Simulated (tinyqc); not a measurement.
Inputs raised by 2 %, one at a time: rapid thermal processing of a wafer: radiative balance, ramp and cooling, pattern effects, pyrometer error and spike budget. Computed by tinyqc, a small Python program. Command: `OMP_NUM_THREADS=1 python tinyqc.py 3111685 3111686 out.jsonl rtp sens`. One thread of a shared host (Intel(R) Xeon(R) Processor @ 2.30GHz), about 0.1 s of CPU time with the checks.

The wafer is opaque and uniform through its thickness unless said otherwise; temperatures in formulas are in kelvin (C + 273.15). sigma = 5.670374419e-12 W/(cm^2 K^4).

Inputs (values chosen for the exercise, modelled on a hot silicon wafer):
```
quantity                                              value         unit
wafer thickness d                                       525   micrometre
heat capacity per volume C                             2.15   J/(cm^3 K)
thermal conductivity k                                 0.24     W/(cm K)
emissivity eps of each face                            0.58            -
reflectivity of the chamber walls r                    0.26            -
gas heat-transfer coefficient h, both faces together    1.3  mW/(cm^2 K)
wall temperature T_w                                    350            K
process temperature                                    1060            C
starting temperature                                    400            C
ramp rate                                                52          K/s
relative change of absorptivity over a pattern           15            %
period of the pattern                                    18           mm
pyrometer wavelength                                    3.8   micrometre
error of the assumed emissivity                          11            %
activation energy of the process E_a                   3.66           eV
```

Constants: k_B = 8.617333262e-05 eV/K; h = 6.62607015e-34 J s; c = 299792458 m/s; k_B = 1.380649e-23 J/K.

Method:
- Effective emissivity between parallel grey plates: eps_eff = 1/(1/eps + 1/(1 - r) - 1). Loss per area q(T) = 2 eps_eff sigma (T^4 - T_w^4) + h (T - T_w).
- Absorbed power during a ramp = q(T) + C d x ramp rate; thermal time constant tau = C d/(dq/dT), dq/dT = 8 eps_eff sigma T^3 + h; natural cooling rate q/(C d); front-to-back difference under one-sided heating at the end of the ramp = (absorbed power) d/(2 k).
- Cooling with the lamps off: C d dT/dt = -q(T), integrated adaptively (relative tolerance 1e-10).
- Spike anneal: linear ramp to the peak, then lamps off. Equivalent time at the peak = int exp(-(E_a/k_B)(1/T - 1/T_peak)) dt; estimate (k_B T^2/E_a)(1/ramp rate + 1/cooling rate). The ramp part uses 4000 trapezoid steps, the cooling part 4000 steps over 4 tau.
- Time within 50 K of the peak from the same curves.
- At steady state a sinusoidal change of absorbed power of relative amplitude a and period p gives the temperature amplitude a q/(dq/dT + k d (2 pi/p)^2); healing length l = sqrt(k d/(dq/dT)); process change = E_a dT/(k_B T^2). Emissivity is taken as unchanged.
- Signal proportional to eps/(exp(c2/(lambda T)) - 1), c2 = h c/k_B. If the assumed emissivity is too high by the given error, the reading T' solves (1 + error)/(exp(c2/(lambda T')) - 1) = 1/(exp(c2/(lambda T)) - 1). Wien estimate: T' - T = -lambda T^2 ln(1 + error)/c2. Process rates go as exp(-E_a/(k_B T)).

Runs; columns: (1) input moved; (2) from; (3) to; (4) holding power q (W/cm^2); (5) equivalent time, total (s); (6) amplitude (K); (7) reading less true temperature (K):
```
(1)                                   (2)     (3)    (4)    (5)    (6)     (7)
base run                                -       -  18.46  1.029  13.40  -44.71
wafer thickness d (micrometre)        525   535.5  18.46  1.035  13.20  -44.71
emissivity eps of each face          0.58  0.5916  18.74  1.025  13.55  -44.71
reflectivity of the chamber walls r  0.26  0.2652  18.38  1.031  13.36  -44.71
ramp rate (K/s)                        52   53.04  18.46  1.015  13.40  -44.71
thermal conductivity k (W/(cm K))    0.24  0.2448  18.46  1.029  13.20  -44.71
pyrometer wavelength (micrometre)     3.8   3.876  18.46  1.029  13.40  -45.42
error of the assumed emissivity (%)    11   11.22  18.46  1.029  13.40  -45.53
```

Exponents ln(y'/y) / ln(x'/x):
```
input                                holding power q  equivalent time, total  amplitude  reading less true temperature
wafer thickness d                              0.000                   0.265     -0.745                          0.000
emissivity eps of each face                    0.772                  -0.201      0.563                          0.000
reflectivity of the chamber walls r           -0.216                   0.057     -0.158                          0.000
ramp rate                                      0.000                  -0.735      0.000                          0.000
thermal conductivity k                         0.000                   0.000     -0.745                          0.000
pyrometer wavelength                           0.000                   0.000      0.000                          0.801
error of the assumed emissivity                0.000                   0.000      0.000                          0.920
```

Which inputs matter most for each result?

Among the inputs moved here: holding power q answers most in size to emissivity eps of each face (exponent +0.772), next to reflectivity of the chamber walls r (-0.216); its exponent is below 0.0005 for wafer thickness d, ramp rate, thermal conductivity k, pyrometer wavelength, error of the assumed emissivity. Equivalent time, total answers most in size to ramp rate (exponent -0.735), next to wafer thickness d (+0.265); its exponent is below 0.0005 for thermal conductivity k, pyrometer wavelength, error of the assumed emissivity. Amplitude answers most in size to wafer thickness d (exponent -0.745), and about equally to thermal conductivity k (-0.745); its exponent is below 0.0005 for ramp rate, pyrometer wavelength, error of the assumed emissivity. Reading less true temperature answers most in size to error of the assumed emissivity (exponent +0.920), next to pyrometer wavelength (+0.801); its exponent is below 0.0005 for wafer thickness d, emissivity eps of each face, reflectivity of the chamber walls r, ramp rate, thermal conductivity k.

Caution (all rows): below about 600 C lightly doped silicon is partly transparent at this wavelength, so its emissivity is not yet the hot value early in the ramp.
